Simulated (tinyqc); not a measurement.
Specific resistance of a metal-semiconductor contact and its transmission-line measurement: one step, computed by the program tinyqc.

The barrier is parabolic (depletion approximation), energies E are normal energies counted from the band edge in the neutral semiconductor (downwards for holes), and the bias is zero. xi is an input, held fixed when other inputs move.

Question. Tunnelling energy and barrier. E_00 = (e hbar/2) sqrt(N/(eps eps_0 m)); band bending E_b = phi_B + xi; depletion width w = sqrt(2 eps eps_0 E_b/(e^2 N)).

Inputs (values chosen for the exercise, modelled on n-type GaAs): tunnelling mass m = 0.067 m_0; permittivity eps = 12.9; barrier height phi_B = 0.94 eV; doping N = 1.4e+19 1/cm^3; Fermi level above the band edge in the bulk, xi = 0.26 eV; temperature T = 300 K.

Image-force lowering: left out.

Constants: hbar = 1.054571817e-34 J s; eps_0 = 8.8541878128e-12 F/m; m_0 = 9.1093837015e-31 kg; k_B = 8.617333262e-05 eV/K; e = 1.602176634e-19 C.

Give: E_00; E_00/k_B T; depletion width; barrier used, above the bulk band edge.

Answer.

E_00 = 74.72 meV

E_00/k_B T = 2.890

depletion width = 11.05 nm

barrier used, above the bulk band edge = 1.2 eV

By the usual rule this is thermionic-field emission (0.5 to 5 k_B T).
